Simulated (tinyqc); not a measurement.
Width from the threshold shift.

Problem. Undoped body with a flat potential across it, hard walls, transport along x. One isotropic valley (g = 1, mx = my = mz = me). Non-parabolicity enters the subband edges through E (1 + al E) = gamma, so E = 2 gamma/(1 + sqrt(1 + 4 al gamma)); motion within a subband is taken as parabolic with the band-edge mass. Energies are counted from the bulk band edge. gamma = C pi^2 [a^2/(my (t + dl)^2) + b^2/(mz (H + dl)^2)], C = hbar^2/(2 m0). Each subband has N_k = g sqrt(2 mx m0 kB T/(pi hbar^2)); without degeneracy n = exp(EF/Vt) sum N_k exp(-E_k/Vt). Classical value Nc times t H, Nc = sum over valleys of 2 g (m m0 kB T/(2 pi hbar^2))^1.5 with m = (mx my mz)^(1/3). Threshold shift dVT = Vt ln(classical value/sum N_k exp(-E_k/Vt)). Find t and the lowest subband edge.

Values chosen for this exercise; masses close to those of InAs: temperature T = 400 K; mass at the band edge me = 0.0233 m0; non-parabolicity al = 2.5 1/eV; widening of the box by penetration into the insulator dl = 0 nm; height (along z) H = 9.5 nm.

Constants: q = 1.602176634e-19 C, kB = 1.380649e-23 J/K, hbar = 1.054571817e-34 J s, m0 = 9.1093837015e-31 kg, Vt = kB T/q, hbar^2/(2 m0) = 0.0380998212 eV nm^2. Results are converted to the units shown.

dVT = 162.58456 mV

Answer. dVT is evaluated for trial values of t with all subbands; between 1.5 and 25 nm one value matches.

t = 9.50 nm
E_1 = 228 meV

Program tinyqc, `OMP_NUM_THREADS=1 python tinyqc.py 2350139 2350140 out.jsonl`; Intel Xeon 2.30GHz, shared host, one thread, about 0.1 s.
